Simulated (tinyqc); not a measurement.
sp3s* tight binding: one step. Levels at this k. The numbers come from values chosen for the exercise (near a published set for Si, fitted to gaps, whose masses and valley positions are rough; spin-orbit coupling, where it is added without a refit, lifts the valence top and shrinks all gaps by about a third of the splitting).

H(k) (eV), rows sa, xa, ya, za, s*a, sc, xc, yc, zc, s*c and columns alike:
```
[[-4.176000, 0, 0, 0, 0, -6.268558, 2.468178i, 2.468178i, -1.407824, 0],
 [0, 1.707000, 0, 0, 0, -2.468178i, 1.298530, -1.118649, 1.961201i, -2.319700i],
 [0, 0, 1.707000, 0, 0, -2.468178i, -1.118649, 1.298530, 1.961201i, -2.319700i],
 [0, 0, 0, 1.707000, 0, 1.407824, 1.961201i, 1.961201i, 1.298530, 1.323133],
 [0, 0, 0, 0, 6.705000, 0, 2.319700i, 2.319700i, -1.323133, 0],
 [-6.268558, 2.468178i, 2.468178i, 1.407824, 0, -4.176000, 0, 0, 0, 0],
 [-2.468178i, 1.298530, -1.118649, -1.961201i, -2.319700i, 0, 1.707000, 0, 0, 0],
 [-2.468178i, -1.118649, 1.298530, -1.961201i, -2.319700i, 0, 0, 1.707000, 0, 0],
 [-1.407824, -1.961201i, -1.961201i, 1.298530, -1.323133, 0, 0, 0, 1.707000, 0],
 [0, 2.319700i, 2.319700i, 1.323133, 0, 0, 0, 0, 0, 6.705000]]
```

Task: Diagonalise H, which belongs to k = (0.33, 0.33, 0) (2 pi/a). Four bands are filled (two electrons each); give the make-up of band 5, the lowest empty one.

Give: levels; weights of band 5; weight of band 5 on atom a.

Result:

levels (eV): [-11.4461, -3.9586, -1.7131, -0.7102, 2.3973, 3.5628, 4.1242, 5.0086, 8.7174, 9.3177]

weights of band 5: s 0.045, p 0.604, s* 0.351

weight of band 5 on atom a = 0.500

The vertical gap at this k is 3.1075 eV; band 5 is mostly p-like.

tinyqc: `OMP_NUM_THREADS=1 python tinyqc.py 1482826 1482827 out.jsonl`; about 0.1 s, one thread, shared Intel(R) Xeon(R) Processor @ 2.30GHz.
